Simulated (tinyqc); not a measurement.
# Power transistor in saturation, electro-thermal loop: what changes with what

One temperature T for the device, T = T0 + Rth P(T), with P(T) = V I0 (T/300 K)^(-al) [1 + kv (T - 300 K)/Vov]^2. The loop gain is Rth dP/dT; a solution is thermally stable when it is below one.

Values chosen for this exercise:
- T0 = 360 K (ambient temperature)
- V = 12 V (drain voltage)
- I0 = 1.3 A (saturation current at 300 K)
- al = 1 (exponent of the mobility)
- Vov = 2.1 V (overdrive at 300 K)
- kv = 3.4 mV/K (fall of the threshold with temperature)
- Rth = 12 K/W (thermal resistance)

Each table varies one quantity; the others keep the values above.

## Effect of the ambient temperature

P'(T) = P [-al/T + 2 kv/(Vov + kv (T - 300 K))], G = Rth P'. T is the lowest solution.

Effect of the ambient temperature:

| T0 (K) | T (K) | P (W) | G |
|---|---|---|---|
| 300 | 496.53 | 16.378 | 0.086966 |
| 312 | 509.70 | 16.475 | 0.090038 |
| 324 | 522.91 | 16.576 | 0.092890 |
| 336 | 536.16 | 16.680 | 0.095541 |
| 348 | 549.44 | 16.787 | 0.098010 |
| 360 | 562.76 | 16.897 | 0.10031 |
| 372 | 576.12 | 17.010 | 0.10246 |
| 384 | 589.50 | 17.125 | 0.10447 |
| 396 | 602.92 | 17.243 | 0.10635 |
| 408 | 616.36 | 17.363 | 0.10811 |

Read the table: what changes, and by how much?

As T0 goes from 300 to 408 K, T rises from 496.5 to 616.4 K, the power rises from 16.4 to 17.4 W and the loop gain rises from 0.0870 to 0.108. For T0 = 336 to 408 K T passes 525 K, beyond usual operating limits.

## Effect of the drain voltage

Same model as above.

Result of one run:

| V (V) | T (K) | P (W) | G |
|---|---|---|---|
| 18 | 683.9 | 26.99 | 0.1732 |

What becomes of these results when the drain voltage V is changed from 18 to 7 V, all else the same?

Result of the changed run:

| V (V) | T (K) | P (W) | G |
|---|---|---|---|
| 7 | 473.5 | 9.460 | 0.04723 |

The whole series:

| V (V) | T (K) | P (W) | G |
|---|---|---|---|
| 2 | 391.5 | 2.626 | 0.008385 |
| 2.7 | 402.7 | 3.557 | 0.01251 |
| 3.7 | 418.8 | 4.898 | 0.01928 |
| 5.1 | 441.7 | 6.806 | 0.03020 |
| 7 | 473.5 | 9.460 | 0.04723 |
| 9.6 | 518.8 | 13.24 | 0.07363 |
| 13 | 581.8 | 18.48 | 0.1119 |
| 18 | 683.9 | 26.99 | 0.1732 |

As V goes from 2 to 18 V, T rises from 391.5 to 683.9 K, the power rises from 2.63 to 27.0 W and the loop gain rises from 0.00839 to 0.173. For V = 13 to 18 V T passes 525 K, beyond usual operating limits.

Computed by the program tinyqc: `OMP_NUM_THREADS=1 python tinyqc.py 2520142 2520143 out.jsonl`, one thread of a shared Intel Xeon 2.30GHz, about 0.01 s for the whole run.
